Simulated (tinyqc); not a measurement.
Long-channel MOSFET, surface-potential model: two steps of the calculation.

n-channel transistor on a uniformly doped p-type body, gradual-channel approximation, constant mobility, Boltzmann statistics, full ionisation. Potentials are counted from the neutral body; V is the electron quasi-Fermi potential, Vsb at the source and Vsb + Vds at the drain. Charges are magnitudes per area.

Values chosen for this exercise; material values close to those of silicon:
- T = 300 K (temperature)
- Eg = 1.1 eV (band gap)
- eps_r = 11.8 (relative permittivity of the semiconductor)
- Nc = 2.86e19 cm^-3 (conduction-band density of states at T)
- Nv = 2.67e19 cm^-3 (valence-band density of states at T)
- Na = 3.7e17 cm^-3 (acceptor density of the body)
- eox = 7.76 (relative permittivity of the gate insulator)
- tox = 38 nm (insulator thickness)
- Vfb = -0.97 V (flat-band voltage)
- mu = 150 cm^2/(V s) (channel mobility)
- W = 10 um (gate width)
- L = 2 um (gate length)
- Vsb = 0 V (source-body reverse bias)
- Vgs = 1.85 V (gate-source voltage)
- Vds = 0.05 V (drain-source voltage)

Constants: q = 1.602176634e-19 C, kB = 1.380649e-23 J/K, Vt = kB T/q, eps0 = 8.8541878128e-14 F/cm where lengths are in cm. Results are converted to the units shown.

Task 1. Body potential, insulator capacitance and body factor. ni = sqrt(Nc Nv) exp(-Eg/(2 Vt)), Eg in volts; phiF = Vt ln(Na/ni); Cox = eps0 eox/tox; gamma = sqrt(2 q eps0 eps_r Na)/Cox. VT = Vfb + 2 phiF + gamma sqrt(2 phiF + Vsb), m = 1 + gamma/(2 sqrt(2 phiF + Vsb)).

Give: ni; phiF; Cox; gamma; VT; m.

Result 1.

ni = 1.5916e10 cm^-3
phiF = 0.43849 V
Cox = 0.18081 uF/cm^2
gamma = 1.9465 V^0.5
VT = 1.7299 V
m = 2.0393

Task 2. Charges and current of the charge-sheet model. psi_0 and psi_L solve Vgs + Vsb - Vfb - psi = gamma sqrt(G) at V = Vsb and Vsb + Vds. Qi = Cox gamma [sqrt(G) - sqrt(psi - Vt)], G = psi - Vt + Vt exp((psi - 2 phiF - V)/Vt), at both ends. With U = Vgs + Vsb - Vfb: drift = mu (W/L) Cox [U (psi_L - psi_0) - (psi_L^2 - psi_0^2)/2 - (2/3) gamma ((psi_L - Vt)^1.5 - (psi_0 - Vt)^1.5)]; diffusion = mu (W/L) Vt (Qi0 - QiL).

psi_0 = 0.90741230 V
psi_L = 0.93300164 V
phiF = 0.43849289 V
Cox = 0.18081184 uF/cm^2
gamma = 1.9465231 V^0.5

Give: Qi0; QiL; drift current; diffusion current; drain current.

Result 2.

Qi0 = 15.36 nC/cm^2
QiL = 5.975 nC/cm^2
drift current = 0.2047 uA
diffusion current = 0.1820 uA
drain current = 0.3867 uA

Drift carries 52.9 % of the current.

tinyqc, about 0.03 s, one thread, Intel Xeon 2.30GHz (shared host): `OMP_NUM_THREADS=1 python tinyqc.py 2360033 2360034 out.jsonl`
